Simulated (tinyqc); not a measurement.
Inside a calculation. Method: plane-wave Kohn-Sham cycle with exchange-only LDA in a layered model solid. One step of it, computed by the program tinyqc.

Question. Iteration 2: Hamiltonian at one k. H(m,m') = (k + G_m)^2/2 delta + V(G_m - G_m'), with V(-G) = V(G).

A solid whose potential varies along x alone (atomic units):
```
parameter,value
period a,14.000000
cross-section of the cell,18.000000
electrons per cell,2
grid points,16
"plane waves -n..n, n",3
k points,2
V1 in V1 cos(2 pi x/a),-0.210000
```

V(G_m), m = 0, 1, 2, ... (hartree): -0.193992  -0.007281  0.006896  0.000513  0.000155  0.000047  0.000003

k = 0.250000 2 pi / a

Give: H.

Answer.

H (hartree):
```
,-3,-2,-1,+0,+1,+2,+3
-3,0.5676,-0.0073,0.0069,0.0005,0.0002,0.0000,0.0000
-2,-0.0073,0.1144,-0.0073,0.0069,0.0005,0.0002,0.0000
-1,0.0069,-0.0073,-0.1373,-0.0073,0.0069,0.0005,0.0002
+0,0.0005,0.0069,-0.0073,-0.1877,-0.0073,0.0069,0.0005
+1,0.0002,0.0005,0.0069,-0.0073,-0.0366,-0.0073,0.0069
+2,0.0000,0.0002,0.0005,0.0069,-0.0073,0.3159,-0.0073
+3,0.0000,0.0000,0.0002,0.0005,0.0069,-0.0073,0.8698
```
